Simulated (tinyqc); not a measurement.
CCD on RHF in the sto-6g basis, for H4, spin multiplicity 1, step by step. One step of it, computed by the program tinyqc.

Problem. CCD: starting amplitudes. t_ij^ab = <ij||ab> / (e_i + e_j - e_a - e_b), whose energy is MP2.

orbital energies (hartree): MO1 -0.786435, MO2 -0.315492, MO3 0.390029, MO4 1.055092

Two-electron integrals over orbitals (pq|rs), unique and non-zero (hartree):
```
(11|11) 0.561779   (21|21) 0.155031   (22|11) 0.547835   (22|22) 0.561408
(31|31) 0.123822   (32|32) 0.073797   (33|11) 0.540495   (33|22) 0.528468
(33|33) 0.548679   (41|32) 0.074520   (41|41) 0.075335   (42|31) 0.120708
(42|42) 0.132146   (43|21) 0.149175   (43|43) 0.163533   (44|11) 0.551299
(44|22) 0.559176   (44|33) 0.556373   (44|44) 0.585812
```

Give: Starting amplitudes; correlation energy.

Solution.

Starting amplitudes (spin orbitals 1a, 1b, ...; amplitudes related by a flip of all spins are not repeated):
```
from      to        t
1a 1b  3a 3b  -0.0526
2a 2b  3a 3b  -0.0523
2a 2b  4a 4b  -0.0482
1a 2b  3a 4b  -0.0474
1a 2b  3b 4a   0.0293
1a 1b  4a 4b  -0.0205
1a 2a  3a 4a  -0.0181
```

correlation energy = -0.035764 hartree
